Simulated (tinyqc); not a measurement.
# Field length and prefactor from two substrate currents

Problem. For Em = (Vd - Vdsat)/l, Isub/Id = (Ai/Bi)(Vd - Vdsat) exp(-Bi l/(Vd - Vdsat)), and l = sqrt(3 tox xj). Find l, Ai and xj.

Values chosen for this exercise: oxide thickness tox = 8.6 nm; ionisation field Bi = 1.7 MV/cm.

Isub/Id at Vd - Vdsat = 1.9 and 2.6 V: 0.00855084988  0.0523657592

Solution. ln[Isub/(Id (Vd - Vdsat))] is linear in 1/(Vd - Vdsat) with slope -Bi l.

l = 62.21 nm
Ai = 2.000e6 1/cm
xj = 150.0 nm

tinyqc, about 0.01 s, one thread, Intel Xeon 2.30GHz (shared host): `OMP_NUM_THREADS=1 python tinyqc.py 2550130 2550131 out.jsonl`
